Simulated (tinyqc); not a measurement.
RHF in the 6-31g basis, for H3+, spin multiplicity 1, step by step (part 2 of 2). Computed by tinyqc, a small Python program that keeps every step (integrals from PySCF). Command: `OMP_NUM_THREADS=1 python tinyqc.py 31884 31885 out.jsonl` (the two numbers bound the seeds that draw the settings). One thread of a shared host (Intel(R) Xeon(R) Processor @ 2.60GHz), about 0.05 s of CPU time with the checks.

Geometry (angstrom):
```
atom         x         y         z
H     0.000000  0.000000  0.000000
H     0.000000  0.000000  1.558000
H     0.000000  1.349000  0.779000
```

## Iteration 4: building the Fock matrix

D after iteration 3, lower triangle:
```
          1H 1s     1H 2s     2H 1s     2H 2s     3H 1s     3H 2s
1H 1s  0.095688
1H 2s  0.121809  0.155272
2H 1s  0.090614  0.116527  0.095688
2H 2s  0.116527  0.149773  0.121809  0.155272
3H 1s  0.090626  0.116543  0.090626  0.116543  0.095712
3H 2s  0.116539  0.149788  0.116539  0.149788  0.121837  0.155302
```

core Hamiltonian H = T + V (hartree), lower triangle:
```
           1H 1s      1H 2s      2H 1s      2H 2s      3H 1s      3H 2s
1H 1s  -0.936905
1H 2s  -0.929712  -1.066025
2H 1s  -0.121145  -0.361874  -0.936905
2H 2s  -0.361874  -0.638103  -0.929712  -1.066025
3H 1s  -0.121233  -0.361992  -0.121233  -0.361992  -0.936956
3H 2s  -0.361984  -0.638227  -0.361984  -0.638227  -0.929746  -1.066069
```

nuclear repulsion = 1.01905588 hartree

Given earlier and not repeated: Two-electron integrals (ij|kl) in chemists' order.

J_ij = sum D_kl (ij|kl), K_ij = sum D_kl (ik|jl); F = H + J - 0.5 K; E = tr D H + tr D J / 2 - 0.25 tr D K + E_nn.

Coulomb J (hartree), lower triangle:
```
          1H 1s     1H 2s     2H 1s     2H 2s     3H 1s     3H 2s
1H 1s  0.982909
1H 2s  0.604143  0.782006
2H 1s  0.045962  0.204593  0.982909
2H 2s  0.204593  0.423969  0.604143  0.782006
3H 1s  0.046004  0.204677  0.046004  0.204677  0.983011
3H 2s  0.204664  0.424064  0.204664  0.424064  0.604199  0.782060
```

exchange K (hartree), lower triangle:
```
          1H 1s     1H 2s     2H 1s     2H 2s     3H 1s     3H 2s
1H 1s  0.480858
1H 2s  0.469294  0.559756
2H 1s  0.209302  0.332926  0.480858
2H 2s  0.332926  0.476655  0.469294  0.559756
3H 1s  0.209362  0.333011  0.209362  0.333011  0.480979
3H 2s  0.332985  0.476728  0.332985  0.476728  0.469401  0.559862
```

Fock matrix F (hartree), lower triangle:
```
           1H 1s      1H 2s      2H 1s      2H 2s      3H 1s      3H 2s
1H 1s  -0.194425
1H 2s  -0.560216  -0.563897
2H 1s  -0.179834  -0.323744  -0.194425
2H 2s  -0.323744  -0.452462  -0.560216  -0.563897
3H 1s  -0.179910  -0.323821  -0.179910  -0.323821  -0.194434
3H 2s  -0.323813  -0.452527  -0.323813  -0.452527  -0.560247  -0.563941
```

total energy of this density = -1.11894697 hartree

This density is a damped mixture and is not idempotent, and it still holds part of the atomic start, so its energy may lie below the converged one.

## Iteration 4: DIIS over 4 matrices

error matrix X^T (FDS - SDF) X:
```
           1          2          3          4          5          6
1   0.000000   0.001461   0.000000  -0.000914   0.000000  -0.000914
2  -0.001461   0.000000   0.000914   0.000000   0.000913  -0.000001
3   0.000000  -0.000914   0.000000   0.001461   0.000000  -0.000914
4   0.000914   0.000000  -0.001461   0.000000   0.000913  -0.000001
5   0.000000  -0.000913   0.000000  -0.000913   0.000000   0.001461
6   0.000914   0.000001   0.000914   0.000001  -0.001461   0.000000
```

B (overlaps of the stored error matrices), lower triangle:
```
               1              2              3              4
1  2.9206430e-02
2  8.6330522e-03  2.6890502e-03
3  2.5265594e-03  8.1452370e-04  2.5196841e-04
4  7.6303198e-04  2.4544298e-04  7.5825818e-05  2.2820444e-05
```

Minimise |sum c_i e_i|^2 with sum c_i = 1: solve [B -1; -1 0][c; lambda] = [0; -1] with B_ij = tr e_i^T e_j, and take F = sum c_i F_i.

DIIS coefficients: -0.011551  0.087002  -0.634629  1.559179

extrapolated F (hartree), lower triangle:
```
           1H 1s      1H 2s      2H 1s      2H 2s      3H 1s      3H 2s
1H 1s  -0.194448
1H 2s  -0.561196  -0.565776
2H 1s  -0.181631  -0.325745  -0.194448
2H 2s  -0.325745  -0.454917  -0.561196  -0.565776
3H 1s  -0.181707  -0.325821  -0.181707  -0.325821  -0.194457
3H 2s  -0.325814  -0.454982  -0.325814  -0.454982  -0.561227  -0.565819
```

## Iteration 4: diagonalisation and new density

X, lower triangle:
```
           1H 1s      1H 2s      2H 1s      2H 2s      3H 1s     3H 2s
1H 1s   1.261012
1H 2s  -0.514164   1.486608
2H 1s   0.032517   0.018027   1.261012
2H 2s   0.018027  -0.280675  -0.514164   1.486608
3H 1s   0.032524   0.018019   0.032524   0.018019   1.261015
3H 2s   0.018010  -0.280785   0.018010  -0.280785  -0.514175  1.486687
```

overlap S, lower triangle:
```
          1H 1s     1H 2s     2H 1s     2H 2s     3H 1s     3H 2s
1H 1s  1.000000
1H 2s  0.658292  1.000000
2H 1s  0.044202  0.210957  1.000000
2H 2s  0.210957  0.497082  0.658292  1.000000
3H 1s  0.044240  0.211028  0.044240  0.211028  1.000000
3H 2s  0.211028  0.497185  0.211028  0.497185  0.658292  1.000000
```

Diagonalise F' = X^T F X, C = X C', fill 1 alpha and 1 beta electrons from the bottom; D = 2 C_occ C_occ^T; the new density keeps 0.3 of the old one (damping). Each column has its largest component positive (the first on a tie).

F' = X^T F X (hartree), lower triangle:
```
           1          2          3          4          5          6
1   0.244651
2  -0.563022  -0.043854
3  -0.012480  -0.097794   0.244651
4  -0.097794  -0.136880  -0.563022  -0.043854
5  -0.012513  -0.097823  -0.012513  -0.097823   0.244667
6  -0.097828  -0.136894  -0.097828  -0.136894  -0.563043  -0.043842
```

orbital energies (hartree): MO1 -0.853806, MO2 -0.297330, MO3 -0.297264, MO4 0.647486, MO5 0.647502, MO6 0.755830

coefficients C:
```
            MO1        MO2        MO3        MO4        MO5        MO6
1H 1s  0.216427   0.270080  -0.155928  -0.907342   0.523978   0.784449
1H 2s  0.276858   0.715426  -0.413158   1.091524  -0.630326  -0.533590
2H 1s  0.216427  -0.270080  -0.155928   0.907342   0.523978   0.784449
2H 2s  0.276858  -0.715426  -0.413158  -1.091524  -0.630326  -0.533590
3H 1s  0.216455   0.000000   0.311837   0.000000  -1.047579   0.784718
3H 2s  0.276884   0.000000   0.826229   0.000000   1.260372  -0.533934
```

D after iteration 4, lower triangle:
```
          1H 1s     1H 2s     2H 1s     2H 2s     3H 1s     3H 2s
1H 1s  0.094283
1H 2s  0.120430  0.153892
2H 1s  0.092761  0.118845  0.094283
2H 2s  0.118845  0.152242  0.120430  0.153892
3H 1s  0.092773  0.118861  0.092773  0.118861  0.094308
3H 2s  0.118857  0.152257  0.118857  0.152257  0.120457  0.153921
```

Within a degenerate level the vectors are fixed only up to a rotation; this is one choice.

## Iteration 19 (converged): orbitals

converged F (hartree), lower triangle:
```
           1H 1s      1H 2s      2H 1s      2H 2s      3H 1s      3H 2s
1H 1s  -0.194445
1H 2s  -0.561177  -0.565737
2H 1s  -0.181603  -0.325711  -0.194445
2H 2s  -0.325711  -0.454871  -0.561177  -0.565737
3H 1s  -0.181680  -0.325787  -0.181680  -0.325787  -0.194454
3H 2s  -0.325780  -0.454936  -0.325780  -0.454936  -0.561208  -0.565781
```

Diagonalise F' = X^T F X, C = X C', fill 1 alpha and 1 beta electrons from the bottom; D = 2 C_occ C_occ^T. Each column has its largest component positive (the first on a tie).

F' = X^T F X (hartree), lower triangle:
```
           1          2          3          4          5          6
1   0.244646
2  -0.563021  -0.043840
3  -0.012465  -0.097780   0.244646
4  -0.097780  -0.136862  -0.563021  -0.043840
5  -0.012499  -0.097809  -0.012499  -0.097809   0.244662
6  -0.097813  -0.136876  -0.097813  -0.136876  -0.563042  -0.043828
```

orbital energies (hartree): MO1 -0.853736, MO2 -0.297354, MO3 -0.297288, MO4 0.647488, MO5 0.647503, MO6 0.755834

coefficients C:
```
            MO1        MO2        MO3        MO4        MO5        MO6
1H 1s  0.216428   0.270090  -0.155934  -0.907339   0.523976   0.784449
1H 2s  0.276857   0.715414  -0.413151   1.091532  -0.630330  -0.533591
2H 1s  0.216428  -0.270090  -0.155934   0.907339   0.523976   0.784449
2H 2s  0.276857  -0.715414  -0.413151  -1.091532  -0.630330  -0.533591
3H 1s  0.216456   0.000000   0.311849   0.000000  -1.047576   0.784717
3H 2s  0.276883   0.000000   0.826215   0.000000   1.260382  -0.533934
```

D after iteration 19, lower triangle:
```
          1H 1s     1H 2s     2H 1s     2H 2s     3H 1s     3H 2s
1H 1s  0.093682
1H 2s  0.119839  0.153300
2H 1s  0.093682  0.119839  0.093682
2H 2s  0.119839  0.153300  0.119839  0.153300
3H 1s  0.093694  0.119855  0.093694  0.119855  0.093706
3H 2s  0.119850  0.153314  0.119850  0.153314  0.119866  0.153328
```

Within a degenerate level the vectors are fixed only up to a rotation; this is one choice.

## Convergence

Stop when the energy changes by less than 1e-09 hartree and every element of the error matrix X^T (F D S - S D F) X is below 9e-06.

Course of the cycle:
```
iteration  E (hartree)     change  largest element of the error matrix
1          -0.68184888          -                             6.53e-02
2          -0.97819267  -2.96e-01                             1.76e-02
3          -1.08520674  -1.07e-01                             4.81e-03
4          -1.11894697  -3.37e-02                             1.46e-03
5          -1.12921698  -1.03e-02                             4.39e-04
6          -1.13231130  -3.09e-03                             1.32e-04
7          -1.13324079  -9.29e-04                             3.95e-05
8          -1.13351975  -2.79e-04                             1.19e-05
9          -1.13360345  -8.37e-05                             3.56e-06
10         -1.13362856  -2.51e-05                             1.07e-06
11         -1.13363609  -7.53e-06                             3.20e-07
12         -1.13363835  -2.26e-06                             9.60e-08
13         -1.13363903  -6.78e-07                             2.88e-08
14         -1.13363923  -2.03e-07                             8.64e-09
15         -1.13363929  -6.10e-08                             2.59e-09
16         -1.13363931  -1.83e-08                             7.78e-10
17         -1.13363932  -5.49e-09                             2.33e-10
18         -1.13363932  -1.65e-09                             7.00e-11
19         -1.13363932  -4.94e-10                             2.10e-11
```

PySCF RHF in the same basis = -1.13363932 hartree

Converged in 19 iterations.

## Populations, bond orders and dipole

Mulliken: Z minus the diagonal of D S on the atom; Loewdin: the same with S^(1/2) D S^(1/2); Mayer order: 2 sum_s sum (D(s) S)_ij (D(s) S)_ji over the two atoms.

Charges (e):
```
atom  Mulliken   Loewdin
1H    0.333379  0.333379
2H    0.333379  0.333379
3H    0.333242  0.333242
```

Mayer bond orders:
```
pair     order
2-1   0.444383
3-1   0.444475
3-2   0.444475
```

dipole moment about the origin, x y z (debye): 0.000000  2.159240  3.741696
